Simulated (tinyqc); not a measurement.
MOS capacitor on a p-type substrate, surface potential from the exact charge relation: two steps of the calculation.

Uniform p-type substrate, Boltzmann statistics, full ionisation, classical densities. psi is the surface potential against the body (positive when the bands bend down) and u = psi/Vt. Traps are spread evenly over the gap and neutral at flat band, so their charge is -q Dit psi; the minority quasi-Fermi level is shifted by Vb.

Inputs (values chosen for the exercise); band and dielectric values close to those of silicon: temperature T = 400 K; band gap Eg = 1.14 eV; relative permittivity eps_r = 11.7; conduction-band density of states at T Nc = 4.3e19 cm^-3; valence-band density of states at T Nv = 4.11e19 cm^-3; electron affinity chi = 4.07 eV; acceptor density of the substrate N = 2.1e17 cm^-3; relative permittivity of the gate insulator (close to silicon dioxide) eox = 3.9; insulator thickness tox = 1.5 nm; gate work function phiM = 4.84 eV; fixed charge at the interface, in units of q Nf = 0 cm^-2; density of interface traps Dit = 3.7e12 cm^-2 eV^-1; reverse bias of the inversion layer against the body Vb = 0 V; gate voltage against the body Vg = 0.76 V.

Constants: q = 1.602176634e-19 C, kB = 1.380649e-23 J/K, Vt = kB T/q, eps0 = 8.8541878128e-14 F/cm where lengths are in cm. Results are converted to the units shown.

Problem 1. Flat band, threshold and scales. ni = sqrt(Nc Nv) exp(-Eg/(2 Vt)), Eg in volts; phiF = Vt ln(N/ni); Cox = eps0 eox/tox; Vfb = phiM - chi - (Eg - Vt ln(Nv/N)) - q Nf/Cox; Q0 = sqrt(2 eps0 eps_r q N Vt); r = (ni/N)^2 exp(-Vb/Vt); VT = Vfb + [(2 phiF + Vb)(1 + q Dit/Cox) + sqrt(2 eps0 eps_r q N (2 phiF + Vb))/Cox].

Wanted: ni; phiF; Cox; Vfb; Q0; r; VT.

Solution 1.

ni = 2.767e12 cm^-3
phiF = 0.3873 V
Cox = 2.302 uF/cm^2
Vfb = -0.1881 V
Q0 = 49.02 nC/cm^2
r = 1.736e-10
VT = 0.8870 V

Problem 2. Newton step for the surface potential. u = psi/Vt; F^2 = exp(-u) + u - 1 + r (exp(u) - u - 1); Qs = -sign(u) Q0 F; Cs = -dQs/dpsi = (Q0/Vt) |1 - exp(-u) + r (exp(u) - 1)|/(2 F). f = Vfb + psi + (q Dit psi - Qs)/Cox - Vg, f' = 1 + (Cs + q Dit)/Cox, psi(new) = psi - f/f'.

psi after iteration 1 = 0.78979242 V
Cox = 2.3020888 uF/cm^2
Vfb = -0.18811719 V
Q0 = 49.018902 nC/cm^2
r = 1.7358167e-10

Give: u; F; Qs; Cs; f; f'; psi after iteration 2.

Solution 2.

u = 22.91
F = 4.844
Qs = -237.4 nC/cm^2
Cs = 0.3744 uF/cm^2
f = 0.1482 V
f' = 1.420
psi after iteration 2 = 0.6854 V

tinyqc, about 0.01 s, one thread, Intel Xeon 2.30GHz (shared host): `OMP_NUM_THREADS=1 python tinyqc.py 2060039 2060040 out.jsonl`
